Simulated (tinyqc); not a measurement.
# Landau-Devonshire theory of a uniaxial ferroelectric, step by step

A worked calculation. Computed by tinyqc, a small Python program that keeps every step. Command: `OMP_NUM_THREADS=1 python tinyqc.py 3007056 3007057 out.jsonl ferro walk`. One thread of a shared host (Intel(R) Xeon(R) Processor @ 2.30GHz), about 0.01 s of CPU time with the checks. Intermediate numbers are printed to about 6 digits and carried at full precision; extremes and crossings named in words are read from the listed rows.

G(P) = (alpha/2) P^2 + (beta*/4) P^4 + (gamma/6) P^6 - E P per volume, SI units, one domain, P along the polar axis.

Inputs (values chosen for the exercise, for a model ferroelectric): alpha_0 = 861000 J m/(C^2 K); Curie-Weiss temperature T0 = 330 K; beta = 2.73e+08 J m^5/C^4; gamma = 5.71e+09 J m^9/C^6; temperature T = 318 K; applied field E = 27 MV/m; film thickness d = 7.8 nm; screening length lambda = 0.0064 nm; background permittivity eps_b = 8; gradient coefficient g = 1.8e-11 J m^3/C^2; series capacitance C_d = 6.5 microfarad/cm^2; start of Newton steps P0/Ps = 1.3.

Sample: free crystal.

Constants: eps_0 = 8.8541878128e-12 F/m.

## Coefficients at T

alpha = alpha_0 (T - T0*), T0* = T0, beta* = beta.

T0* = 330 K

alpha = -1.03320e+07 J m/C^2

beta* = 2.73e+08 J m^5/C^4

beta* > 0: the transition is of second order.

## Spontaneous polarisation, susceptibility, coercive field

Ps^2 = [-beta* + sqrt(beta*^2 - 4 alpha gamma)]/(2 gamma). chi = 1/(eps_0 G''), G'' = alpha + 3 beta* P^2 + 5 gamma P^4 at Ps. Ps, chi and the coercive field are for perfect screening, without a depolarising field. The intrinsic coercive field is |alpha P + beta* P^3 + gamma P^5| at the P_c where G'' = 0. 1 C/m^2 = 100 microcoulomb/cm^2.

spontaneous polarisation Ps = 15.7763 microcoulomb/cm^2

susceptibility chi = 4071.64

well depth G(Ps) = -0.0716257 MJ/m^3

P_c = 9.73731 microcoulomb/cm^2

intrinsic coercive field = 0.704029 MV/m

P_c/Ps = 0.617, above the 0.577 of a quartic well, as the sixth-order term matters. Real switching runs by domain nucleation at far lower fields.

## Polarisation in the field by Newton steps

Solve G'(P) = alpha P + beta* P^3 + gamma P^5 - E = 0 by P(new) = P - G'/G'' from P0; stop when the step is below 1e-11 C/m^2 (G' under 1e-6 MV/m is shown as 0).

Newton steps:
```
step  P (microcoulomb/cm^2)     G' (MV/m)  G'' (MJ m/C^2)
1                   20.5093  -2.46919e+01           74.63
2                   53.5947   2.61980e+02         2580.47
3                   43.4423   7.92421e+01         1161.08
4                   36.6174   2.02107e+01          612.77
5                   33.3192   3.10370e+00          432.46
6                   32.6015   1.20425e-01          399.23
7                   32.5713   2.04141e-04          397.88
8                   32.5713             0          397.88
```

P at the end of the steps = 32.5713 microcoulomb/cm^2

1/(eps_0 G'') there = 283.857

The linear estimate Ps + eps_0 chi E gives 113.114; the field lowers chi by 93.0 %.

## The 180-degree wall

With the term (g/2) (dP/dx)^2, (g/2) P'^2 = G(P) - G(Ps) across the wall: energy = int_(-Ps)^(Ps) sqrt(2 g [G(P) - G(Ps)]) dP (40 Gauss-Legendre points); width = 2 Ps over the slope at P = 0, sqrt(2 |G(Ps)|/g). Elastic coupling inside the wall is left out.

wall energy = 0.344553 mJ/m^2

wall width = 3.53690 nm

## A capacitor with imperfect screening

Between shorted electrodes with screening length lambda each, the depolarising field is -k P, k = 2 lambda/(eps_0 (d + 2 lambda eps_b)), so alpha turns into alpha + k. The polar state is the lowest uniform state while alpha + k < 0 (beta* > 0) or < 3 beta*^2/(16 gamma) (beta* < 0); setting the equality gives the critical thickness d_c.

depolarising coefficient k = 1.82937e+08 J m/C^2

polarisation of the film = 0 microcoulomb/cm^2

size of the depolarising field = 0 MV/m

critical thickness d_c = 139.817 nm

The film is thinner than d_c, so the uniform polar state is not the lowest one; a real film may break into domains or be non-polar.

## Thickness series

Domains are left out, though they can pre-empt both the loss of P and the state at P = 0. The second and third columns are for the shorted capacitor, polar only where it is the lowest uniform state: alpha + k < 0 (beta* > 0) or < 3 beta*^2/(16 gamma) (beta* < 0). The last column is another circuit, the film in series with C_d at P = 0: 1/C = (alpha d)/(1 + alpha eps_0 eps_b) + 1/C_d, and P = 0 is locally stable while 1/C > 0; a dash marks the rest.

Against thickness:
```
d (nm)  P (microcoulomb/cm^2)  depolarising field (MV/m)  C of the stack / C_d
1                     0.00000                   0.000000               1.00067
2                     0.00000                   0.000000               1.00135
3                     0.00000                   0.000000               1.00202
5                     0.00000                   0.000000               1.00337
8                     0.00000                   0.000000               1.00541
15                    0.00000                   0.000000               1.01018
30                    0.00000                   0.000000               1.02058
60                    0.00000                   0.000000               1.04202
150                   4.94245                   0.476009               1.11211
```

The polar state appears between 60 and 150 nm (d_c = 140 nm), and at 150 nm P is 31.3 % of Ps. The stack exceeds C_d wherever it is stable, up to 1.11 times: the ferroelectric held at P = 0 acts as a negative capacitance.

Checks made by the program: Ps against a numerical root of G'(P)/P (relative difference below 1e-10).
